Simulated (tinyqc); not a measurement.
Frequency dispersion of an accumulation capacitance by border traps, distributed model: one step of the calculation.

Traps spread evenly through the insulator exchange electrons with the semiconductor by tunnelling, with tau(x) = t0 exp(2 ka x) at depth x from the interface. The admittance per area Y seen at depth x obeys dY/dx = -Y^2/(i w eps0 eox) + q Nb ln(1 + i w tau)/tau, with Y(0) = i w Cs and w = 2 pi f; the gate sees Y(tox) = G + i w C. Working variable y = Y/(i w), in uF/cm^2. Cox = eps0 eox/tox.

Question. Midpoint steps through the active depth. In terms of y: dy/dx = -y^2/(eps0 eox) + s(x), s = q Nb ln(1 + z)/z, z = i w tau. 8 midpoint steps of h = xe/8: y_half = y + (h/2) y'(x, y), y(new) = y + h y'(x + h/2, y_half).

Parameters, values chosen for the exercise; permittivity close to that of hafnium oxide:
```
symbol,value,unit,meaning
eox,18.1,,relative permittivity of the insulator
Cs,0.61,uF/cm^2,semiconductor capacitance in accumulation
Nb,6.8e18,cm^-3 eV^-1,density of border traps
ka,5.2,1/nm,decay constant of the wave function in the insulator
t0,1e-10,s,time constant of a trap at the interface
f,100,Hz,frequency
xe,2.1,nm,depth down to which the steps are taken
```

Constants: q = 1.602176634e-19 C, eps0 = 8.8541878128e-14 F/cm where lengths are in cm. Results are converted to the units shown.

Give: x; s; y.

Answer.

```
point	x (nm)	s (uF/(cm^2 nm))	y (uF/cm^2)
0	0	0.10895+0.00000i	0.61000+0.00000i
1	0.26250	0.10895+0.00000i	0.63228+0.00000i
2	0.52500	0.10895+0.00000i	0.65410+0.00000i
3	0.78750	0.10895-0.00001i	0.67546+0.00000i
4	1.0500	0.10895-0.00019i	0.69635-0.00001i
5	1.3125	0.10885-0.00290i	0.71676-0.00021i
6	1.5750	0.09137-0.03408i	0.73630-0.00311i
7	1.8375	0.01298-0.02202i	0.73858-0.01374i
8	2.1000	0.00089-0.00298i	0.73062-0.01562i
```

Computed by the program tinyqc: `OMP_NUM_THREADS=1 python tinyqc.py 2202010 2202011 out.jsonl`, one thread of a shared Intel Xeon 2.30GHz, about 0.5 s for the whole run.
